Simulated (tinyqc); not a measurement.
## MOS inversion layer, Poisson-Schroedinger loop: effect of the sheet density of electrons

Electrons confined at an insulator interface at z = 0, treated as a hard wall; parabolic valleys, Hartree approximation, no image or exchange terms. The depletion charge lies far deeper than the electrons and gives a uniform field q Nd/(eps0 eps_r); the gate balances all charge. Energies are counted from the band edge at the interface.

Schroedinger equation -(C/mz) psi'' + (V0 + U + dE for set B) psi = E psi, C = hbar^2/(2 m0), psi(0) = 0, on a uniform mesh of 800 nodes with a far wall at 34 nm, 8 levels a set; V0 = q Nd z/(eps0 eps_r); dU/dz = q (Ns - integral of n from 0 to z)/(eps0 eps_r), U(0) = 0; N_k = g md m0 q Vt/(pi hbar^2) ln(1 + exp((EF - E_k)/Vt)), g the number of valleys of the set, sum N_k = Ns. Triangular well: E_k = a_k (C F^2/mz)^(1/3), a_1 = 2.338107, a_2 = 4.087949, C = hbar^2/(2 m0), F in eV/nm. Fang-Howard (all electrons in the lowest level of set A): b^3 = 6 (mz1/C) q (Nd + 11 Ns/32)/(eps0 eps_r), centroid 3/b, level C b^2/(4 mz1) + (3/b) q (Nd + 11 Ns/16)/(eps0 eps_r). The centroid adds 3.9 z_av/eps_r to an oxide-equivalent thickness.

Values chosen for this exercise; masses and permittivity close to those of silicon (100):

| symbol | value | unit | meaning |
|---|---|---|---|
| T | 300 | K | temperature |
| eps_r | 11.5 |  | relative permittivity |
| mz1 | 0.926 | m0 | mass along z of valley set A (2 valley(s)) |
| md1 | 0.19 | m0 | in-plane density-of-states mass of set A |
| mz2 | 0.19 | m0 | mass along z of valley set B (4 valley(s)) |
| md2 | 0.419 | m0 | in-plane density-of-states mass of set B |
| Nd | 5.6e11 | cm^-2 | sheet density of depletion charge |
| dE | 0 | eV | extra shift of set B (strain) |

Constants: q = 1.602176634e-19 C, kB = 1.380649e-23 J/K, hbar = 1.054571817e-34 J s, m0 = 9.1093837015e-31 kg, Vt = kB T/q, eps0 = 8.8541878128e-14 F/cm where lengths are in cm, hbar^2/(2 m0) = 0.0380998212 eV nm^2. Results are converted to the units shown.

Result of one run:

| A1 (meV) | B1 (meV) | EF (meV) | share of A1 (%) | share of set A (%) | centroid z_av (nm) | added oxide equivalent (nm) | Fang-Howard centroid (nm) |
|---|---|---|---|---|---|---|---|
| 37.9 | 63.3 | -91.9 | 27.0 | 44.5 | 4.56 | 1.55 | 2.71 |

Which sheet density of electrons Ns gave this result: 1e11, 2.1e11, 4.4e12 or 9.4e12 cm^-2?

Ns = 1e11 cm^-2.

The whole series:

| Ns (cm^-2) | A1 (meV) | B1 (meV) | EF (meV) | share of A1 (%) | share of set A (%) | centroid z_av (nm) | added oxide equivalent (nm) | Fang-Howard centroid (nm) |
|---|---|---|---|---|---|---|---|---|
| 1e11 | 37.9 | 63.3 | -91.9 | 27.0 | 44.5 | 4.56 | 1.55 | 2.71 |
| 2.1e11 | 41.6 | 68.4 | -67.7 | 28.3 | 45.4 | 4.41 | 1.50 | 2.65 |
| 4.5e11 | 49.0 | 78.8 | -38.0 | 31.0 | 47.2 | 4.14 | 1.40 | 2.54 |
| 9.7e11 | 63.4 | 98.9 | 0.914 | 36.1 | 50.8 | 3.70 | 1.26 | 2.36 |
| 2.1e12 | 89.8 | 135 | 54.7 | 44.7 | 57.0 | 3.11 | 1.05 | 2.09 |
| 4.4e12 | 133 | 194 | 128 | 55.5 | 65.1 | 2.49 | 0.844 | 1.78 |
| 9.4e12 | 209 | 293 | 241 | 65.8 | 72.9 | 1.92 | 0.652 | 1.46 |
| 2e13 | 336 | 459 | 425 | 71.5 | 77.1 | 1.49 | 0.504 | 1.17 |

As Ns goes from 1e11 to 2e13, A1 rises from 37.9 to 336 meV, the share of A1 rises from 27.0 to 71.5 % and the centroid falls from 4.56 to 1.49 nm. A1 goes as Ns^(0.63) between the last two rows (a triangular well in the field of that charge alone gives 2/3). EF lies more than 2 meV above A1 for Ns = 9.4e12, 2e13. The Fang-Howard centroid is 41 % below the full one in the first row, where A1 holds 27.0 %, and 22 % below it in the last, where A1 holds 71.5 %.

tinyqc, about 1 s, one thread, Intel Xeon 2.30GHz (shared host): `OMP_NUM_THREADS=1 python tinyqc.py 2160149 2160150 out.jsonl`
